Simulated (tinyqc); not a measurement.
Thermal resistances of a two-die stack.

Inverse problem. Heat leaves through the lower die only, and the system is linear. Find the resistance R1 from the lower die to the coolant, R2 between the dies, and the rise of the upper die when both are powered.

Inputs (values chosen for the exercise): power of the lower die P1 = 23 W; power of the upper die P2 = 12 W.

rises of the lower and upper die with only the lower one powered (K): 13.57  13.57
rises of the lower and upper die with only the upper one powered (K): 7.08  8.04

Solution. With only the lower die powered no heat crosses R2, so both dies rise by P1 R1; the difference in the second test is P2 R2; rises add.

R1 = 0.5900 K/W
R2 = 0.08000 K/W
rise of the upper die = 21.61 K

tinyqc, about 0.4 s, one thread, Intel Xeon 2.30GHz (shared host): `OMP_NUM_THREADS=1 python tinyqc.py 2162166 2162167 out.jsonl`
